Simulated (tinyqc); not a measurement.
Temperature series and Richardson plot: current of a Schottky diode by thermionic-emission-diffusion theory, and its read-back from I-V-T and C-V data. Computed by tinyqc, a small Python program. Command: `OMP_NUM_THREADS=1 python tinyqc.py 3016490 3016491 out.jsonl schottky walk`. One thread of a shared host (Intel(R) Xeon(R) Processor @ 2.30GHz), about 0.01 s of CPU time with the checks.

Full ionisation, no tunnelling, no recombination current. V is the voltage across the junction itself, forward positive.

Inputs (values chosen for the exercise, modelled on n-type GaAs):
```
quantity                                     value          unit
Richardson constant A*                        7.98  A/(cm^2 K^2)
effective density of states at 300 K, N_c  4.7e+17        1/cm^3
permittivity eps                              12.9             -
mobility mu                                   5700    cm^2/(V s)
barrier without image force phi_0            0.807            eV
doping N                                   3.1e+15        1/cm^3
junction voltage V                            0.28             V
```

Barrier: uniform.

Constants: k_B = 8.617333262e-05 eV/K; e = 1.602176634e-19 C; eps_0 = 8.8541878128e-12 F/m.

Method:
- N_c(T) = N_c (T/300 K)^(3/2); V_bi = phi_0 - (k_B T/e) ln(N_c(T)/N); surface field F = sqrt(2 e N (V_bi - V - k_B T/e)/(eps eps_0)); image lowering d_phi = sqrt(e F/(4 pi eps eps_0)); effective barrier phi = phi_0 - d_phi.
- Collection velocity v_R = A* T^2/(e N_c(T)); diffusion velocity v_D = mu F; J = e N_c(T) v_R/(1 + v_R/v_D) exp(-phi/k_B T) [exp(e V/k_B T) - 1].
- Ideality n = (e/k_B T)/(d ln J/dV) by a central difference of +/- 1 mV; J_0 = J exp(-e V/(n k_B T)); apparent barrier phi_IV = k_B T ln(A* T^2/J_0); a C-V plot gives phi_CV = phi_0, the mean without lowering.
- A least-squares line of ln(J_0/T^2) against 1/(k_B T) gives a barrier (minus the slope) and a Richardson constant (exp of the intercept).

At the same junction voltage:
```
T (K)  1/k_B T (1/eV)       n  J_0 (A/cm^2)  phi_IV (eV)  ln(J_0/T^2)
200            58.023  1.0099    3.7945e-15      0.79071      -43.802
250            46.418  1.0111    5.6084e-11      0.79116      -34.647
300            38.682  1.0126    3.6075e-08      0.79164      -28.545
350            33.156  1.0146    3.8330e-06      0.79216      -24.188
400            29.011  1.0171    1.3138e-04      0.79270      -20.920
450            25.788  1.0203    2.1102e-03      0.79326      -18.379
```

barrier from the Richardson plot = 0.78867 eV

Richardson constant from the plot = 7.1015 A/(cm^2 K^2)

From 200 to 450 K n goes from 1.010 to 1.020 and phi_IV from 0.791 to 0.793 eV. The plot returns 0.789 eV against phi_0 = 0.807 and a constant 0.890 times the true A*.

Extremes, crossings and ranges named in words are read from the listed rows.
